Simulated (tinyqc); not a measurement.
The starting point: quasiparticle equation with a plasmon-pole self-energy for two band edges.

For each edge E = e + X + Sc(E), with the correlation part Sc(E) = A[0]/(E - a + w) + A[1]/(E - b - w); a and b are the valence and conduction energies that enter the Green function (a = ev, b = ec in the one-shot scheme). Z = 1/(1 - dSc/dE), dSc/dE = -A[0]/(E - a + w)^2 - A[1]/(E - b - w)^2.

Values chosen for the exercise (scales of the order of those of HfO2; shifted at random, so the results belong to these values and not to a real crystal): ev = 0 eV (mean-field valence top); ec = 4.13 eV (mean-field conduction edge); w = 14.5 eV (pole energy); Av = (28, 12.8) eV^2 (weights of the valence state on the hole and electron poles); Ac = (10.8, 25.6) eV^2 (the same for the conduction state); Xv = -2.52 eV (exchange minus the mean-field potential, valence); Xc = 2.04 eV (the same, conduction).

The mean-field gap is opened by d (ev lowered by d/2, ec raised by d/2) and X is changed by the opposite amounts, so that e + X stays; one-shot and G-updated gaps.

Gaps (eV):
```
d    start  one-shot  update G
0.0  4.130    5.9500    6.1370
0.2  4.330    5.9694    6.1370
0.4  4.530    5.9885    6.1370
0.6  4.730    6.0073    6.1370
1.2  5.330    6.0627    6.1370
1.6  5.730    6.0985    6.1370
```

Give the missing row, d = 0.9.

Computed row:
```
d    start  one-shot  update G
0.9  5.030    6.0353    6.1370
```

The one-shot gap moves by a fraction 0.09 of any change of the starting gap, while the updated gap, 6.1370 eV, does not depend on it. The two agree where the start already equals the result, near d = 2.01 eV. A real change of starting point alters the orbitals and the screening too; this model holds both fixed.

(tinyqc, `OMP_NUM_THREADS=1 python tinyqc.py 1850317 1850318 out.jsonl`, Intel(R) Xeon(R) Processor @ 2.30GHz, 1 thread, shared host, about 0.02 s.)
